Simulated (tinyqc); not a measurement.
Inside a calculation. Model: bias-temperature instability from a Gaussian distribution of capture and emission barriers. Computed by tinyqc, a small Python program that keeps every step. Command: `OMP_NUM_THREADS=1 python tinyqc.py 3025221 3025222 out.jsonl bti walk`. One thread of a shared host (Intel(R) Xeon(R) Processor @ 2.30GHz), about 0.01 s of CPU time with the checks. Intermediate numbers are printed to about 6 digits and carried at full precision; extremes and crossings named in words are read from the listed rows.

Each trap has a capture time tau_0 exp(E_c/(k_B T)) under stress and an emission time tau_0 exp(E_e/(k_B T)) after it. E_c is Gaussian, and E_e = E_c + d with d Gaussian and independent. A trap counts as filled once t_s exceeds its capture time and as emptied once t_r exceeds its emission time.

Inputs (values chosen for the exercise, for a model p-channel transistor):

| quantity | value | unit |
|---|---|---|
| shift with all traps filled V_max | 73 | mV |
| mean capture barrier at zero field mu_c | 1.63 | eV |
| spread of capture barriers sigma_c | 0.34 | eV |
| lowering of mu_c per field k_F | 0.066 | eV/(MV/cm) |
| oxide field F | 8.9 | MV/cm |
| mean of E_e - E_c at the stress field, delta | -0.22 | eV |
| spread of E_e - E_c, sigma_d | 0.2 | eV |
| time constant tau_0 | 7e-10 | s |
| temperature T | 85 | C |
| stress time t_s | 1 | s |
| recovery time t_r | 0.0003 | s |
| failure criterion | 50 | mV |

Constants: k_B = 8.617333262e-05 eV/K.

## Stress

Demarcation energies E_s = k_B T ln(t_s/tau_0), E_r = k_B T ln(t_r/tau_0); mean barrier mu = mu_c - k_F F; z = (E_s - mu)/sigma_c; Phi is the standard normal distribution. Temperatures in kelvin are T(C) + 273.15. Shift without recovery dV0 = V_max Phi(z); local time exponent n = d ln dV0/d ln t_s = (k_B T/sigma_c) exp(-z^2/2)/(sqrt(2 pi) Phi(z)); apparent activation energy n E_s.

E_s = 0.650590 eV

mean barrier mu = 1.0426 eV

z = -1.15297

shift without recovery dV0 = 9.08566 mV

time exponent n = 0.149683

apparent activation energy = 0.0973822 eV

The stress has filled 12 % of the traps. The apparent energy 0.097 eV is only the share n of the barriers near 0.65 eV that are being crossed.

## Recovery

Remaining shift dV = V_max int_(-infinity)^(E_s) g(E_c) [1 - Phi((E_r - E_c - delta)/sigma_d)] dE_c, g the Gaussian density of E_c (Gauss-Legendre, 120 points over 7 sigma_c below E_s).

E_r = 0.400238 eV

remaining shift dV = 2.67545 mV

remaining share dV/dV0 = 0.294470

A measurement delay of t_r hides 71 % of the shift. Caution: part of the filled traps have an emission barrier near or below zero, which means only that they empty at once.

## Lifetime

Solve V_max Phi(z) = criterion for t_s; the power-law extrapolation from the stress point is t_s (criterion/dV0)^(1/n); 1 year = 3.15576e7 s.

log10 of the lifetime in s = 7.82009

log10 of the power-law estimate in s = 4.94788

The power law gives a time shorter by 2.87 decades, since n falls as traps fill; ten years is log10 = 8.50.

## What a measurement delay does to the time exponent

Columns: no delay, and delays of 1 us, 1 ms and 1 s.

Shift (mV):

| t_s (s) | no delay | 1 us | 1 ms | 1 s |
|---|---|---|---|---|
| 1.00e+00 | 9.0857 | 5.2606 | 2.1938 | 0.4464 |
| 1.00e+01 | 12.5995 | 8.3767 | 4.1593 | 1.0829 |
| 1.00e+02 | 16.8766 | 12.4009 | 7.1190 | 2.3152 |
| 1.00e+03 | 21.8612 | 17.2468 | 11.1234 | 4.3993 |
| 1.00e+04 | 27.4227 | 22.7432 | 16.0513 | 7.5017 |
| 1.00e+05 | 33.3636 | 28.6579 | 21.6381 | 11.6048 |
| 1.00e+06 | 39.4396 | 34.7249 | 27.5437 | 16.4795 |
| 1.00e+07 | 45.3890 | 40.6716 | 33.4226 | 21.7466 |

Between 10 and 1000 s the apparent exponent is 0.120 without delay, 0.157 at 1 us, 0.214 at 1 ms and 0.304 at 1 s: a slow measurement loses more of a short stress than of a long one, which steepens the curve. Without delay the exponent falls from 0.142 to 0.061 over the table, so the growth is not a true power law. Caution: step-function filling and one Gaussian population are simplifications; real devices show several populations.

Checks made by the program: time exponent against a finite difference (relative difference below 1e-10).
